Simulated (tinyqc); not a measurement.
Inside a calculation. Model: Raman shift of the zone-centre optical phonon of a diamond-structure crystal under stress. Computed by tinyqc, a small Python program that keeps every step. Command: `OMP_NUM_THREADS=1 python tinyqc.py 3008260 3008261 out.jsonl ramanstress walk`. One thread of a shared host (Intel(R) Xeon(R) Processor @ 2.30GHz), about 0.01 s of CPU time with the checks. Intermediate numbers are printed to about 5 digits and carried at full precision; extremes and crossings named in words are read from the listed rows.

Axes x, y, z are the cube axes. Strain shifts the threefold optical mode and can split it; p, q and r are the phonon deformation potentials.

Inputs (values chosen for the exercise, modelled on silicon):

| quantity | value | unit |
|---|---|---|
| unstrained frequency omega_0 | 520.2 | 1/cm |
| p/omega_0^2 | -1.84 | - |
| q/omega_0^2 | -2.24 | - |
| r/omega_0^2 | -0.738 | - |
| C11 | 165.3 | GPa |
| C12 | 64.74 | GPa |
| C44 | 79.06 | GPa |
| stress sigma (tension positive) | -0.12 | GPa |
| polarisation angle phi | 45 | degree |
| temperature coefficient d omega/dT | -0.022 | 1/(cm K) |
| local temperature T | 330 | K |
| laser wavelength | 457.9 | nm |

Stress state: uniaxial. Axis: [111].

Constants: h = 6.62607015e-34 J s; c = 299792458 m/s; k_B = 1.380649e-23 J/K.

## Compliances

S11 = (C11 + C12)/D, S12 = -C12/D, D = (C11 - C12)(C11 + 2 C12), S44 = 1/C44.

S11 = 7.7603 1/TPa

S12 = -2.1840 1/TPa

S44 = 12.649 1/TPa

## Stress and strain tensors

Uniaxial stress along the unit vector n of the axis: sigma_ij = sigma n_i n_j. eps_xx = S11 sigma_xx + S12 (sigma_yy + sigma_zz), and cyclic; eps_xy = S44 sigma_xy/2 (tensor strain).

stress (GPa):
```
       x      y      z
x  -0.04  -0.04  -0.04
y  -0.04  -0.04  -0.04
z  -0.04  -0.04  -0.04
```

strain (per mille):
```
          x         y         z
x  -0.13569  -0.25297  -0.25297
y  -0.25297  -0.13569  -0.25297
z  -0.25297  -0.25297  -0.13569
```

volume strain = -0.40708 per mille

## Secular matrix and shifts

Secular matrix: M_xx = p eps_xx + q (eps_yy + eps_zz), M_xy = 2 r eps_xy; its eigenvalues are omega^2 - omega_0^2, and the shifts are these over 2 omega_0.

M/(2 omega_0) (1/cm):
```
         x        y        z
x  0.22306  0.09712  0.09712
y  0.09712  0.22306  0.09712
z  0.09712  0.09712  0.22306
```

shifts, in rising order (1/cm): 0.12594  0.12594  0.41729

The triplet splits into a singlet and a doublet. Compression hardens every mode.

## Mean shift and Grueneisen parameter

gamma = -(p + 2q)/(6 omega_0^2); the mean of the three shifts is -gamma omega_0 x (volume strain).

mode Grueneisen parameter gamma = 1.0533

mean shift = 0.22306 1/cm

## The line seen from a (001) surface

Backscattering from a (001) surface: incident polarisation (cos phi, sin phi, 0). With Raman tensors (R_z)_xy = (R_z)_yx = 1 and cyclic, only the z component u_z of a mode counts: I = u_z^2 sin^2(2 phi) for parallel and u_z^2 cos^2(2 phi) for crossed polarisers. An unresolved line sits at the intensity-weighted shift, which is M_zz/(2 omega_0).

total intensity, parallel = 1

total intensity, crossed = 0

shift of the observed line = 0.22306 1/cm

shift per stress = -1.8588 1/(cm GPa)

stress per shift = -537.97 MPa cm

Shear mixes z with x and y, so the line is a blend of modes with different shifts. Caution: this stress has components normal to the (001) face, so it cannot reach a free (001) surface; it can act on buried material.

## The same stress in different states

Uniaxial: sigma n n^T; biaxial: sigma (1 - n n^T); hydrostatic: sigma 1. The line seen from (001) is taken as unresolved, at the intensity-weighted shift M_zz/(2 omega_0).

Shifts (1/cm):

| state | lowest | middle | highest | line seen from (001) |
|---|---|---|---|---|
| uniaxial [100] | 0.14029 | 0.26444 | 0.26444 | 0.26444 |
| uniaxial [110] | 0.05669 | 0.26444 | 0.34804 | 0.26444 |
| uniaxial [001] | 0.14029 | 0.26444 | 0.26444 | 0.14029 |
| uniaxial [111] | 0.12594 | 0.12594 | 0.41729 | 0.22306 |
| biaxial, normal [001] | 0.40473 | 0.40473 | 0.52889 | 0.52889 |
| biaxial, normal [111] | 0.25188 | 0.54324 | 0.54324 | 0.44612 |
| hydrostatic | 0.66918 | 0.66918 | 0.66918 | 0.66918 |

Seen from (001), uniaxial stress along [100] and along [110] give the same shift (0.264), and equal biaxial stress in the plane gives twice as much (0.529), since only sigma_xx + sigma_yy and sigma_zz enter M_zz. Stress along [001] gives 0.140. One measured shift therefore fixes the stress only once its state is assumed: read as uniaxial in the plane, a shift implies twice the stress that it does read as biaxial.

## Heating mistaken for stress

A temperature above 300 K shifts the line by (d omega/dT)(T - 300 K); divided by the shift per stress it poses as a stress; the total shift adds it to the shift of the observed line. The anti-Stokes to Stokes ratio is [(omega_L + omega_0)/(omega_L - omega_0)]^3 exp(-h c omega_0/(k_B T)) in photon counts, omega_L = 1/wavelength, resonance effects left out.

thermal shift = -0.66 1/cm

apparent stress from heating = 0.35506 GPa

total shift = -0.43694 1/cm

anti-Stokes/Stokes ratio = 0.11942

Heating poses as tension, 296 % of the true stress in size; the intensity ratio gives T apart from the shift.

Checks made by the program: mean of the eigenvalues against the trace rule (relative difference below 1e-10); weighted mean of the modes against M_zz (relative difference below 1e-10).
